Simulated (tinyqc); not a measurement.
Strain-driven roughening and islands of a mismatched epitaxial film: one step, computed by the program tinyqc. Command: `OMP_NUM_THREADS=1 python tinyqc.py 3009182 3009183 out.jsonl island walk`. One thread of a shared host (Intel(R) Xeon(R) Processor @ 2.30GHz), about 0.01 s of CPU time with the checks.

Film and substrate share isotropic elastic constants; the film is coherent and biaxially strained.

Question. Wetting layer. The surface energy depends on thickness as gamma + (gamma_s - gamma) exp(-h/delta). Its curvature adds W2 = (gamma_s - gamma) exp(-h/delta)/delta^2 to the restoring terms; the flat film is stable while W2 > (1 + nu)^2 w^2/gamma, which gives h_c = delta ln[(gamma_s - gamma) gamma/(delta^2 (1 + nu)^2 w^2)], or 0 if negative.

Inputs (values chosen for the exercise, modelled on Si(0.5)Ge(0.5) on Si): Poisson ratio nu = 0.26; surface energy gamma = 1.16 J/m^2; wetting energy gamma_s - gamma = 0.13 J/m^2; decay length of wetting delta = 0.3 nm.

energy density w = 95.26690 MJ/m^3

Give: wetting-layer thickness h_c.

Answer.

wetting-layer thickness h_c = 1.4268 nm

Layer-by-layer growth up to h_c, then roughening: the Stranski-Krastanov mode.
